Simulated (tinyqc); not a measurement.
Precursor delivery by bubblers, mass-transport growth and the solid composition of a III-V alloy: one step, computed by the program tinyqc. Command: `OMP_NUM_THREADS=1 python tinyqc.py 3021646 3021647 out.jsonl movpe_thermo walk`. One thread of a shared host (Intel(R) Xeon(R) Processor @ 2.30GHz), about 0.01 s of CPU time with the checks.

1 sccm = 44.615 micromol/min; 1 torr = 133.322 Pa. The sources decompose fully at the surface.

Task: Bubblers. log10 p_v = a - b/T_bath; molar flow = F x 44.615 x p_v/(p_b - p_v) for a saturated bubbler.

Inputs (values chosen for the exercise, modelled on trimethylgallium (source 1) and trimethylindium (source 2) for the vapour pressures):
```
quantity              value  unit
bath temperature T1     264     K
bath temperature T2     298     K
bubbler pressure p_b   1000  torr
carrier flow F1         2.1  sccm
carrier flow F2          38  sccm
```

constants a, b of source 1 (log10 torr, K): 8.084  1703

constants a, b of source 2 (log10 torr, K): 10.49  3014

Give: vapour pressure 1; molar flow 1; vapour pressure 2; molar flow 2.

Result:

vapour pressure 1 = 42.98 torr

molar flow 1 = 4.207 micromol/min

vapour pressure 2 = 2.376 torr

molar flow 2 = 4.038 micromol/min

One kelvin of bath error changes flow 1 by 5.9 % and flow 2 by 7.8 %.
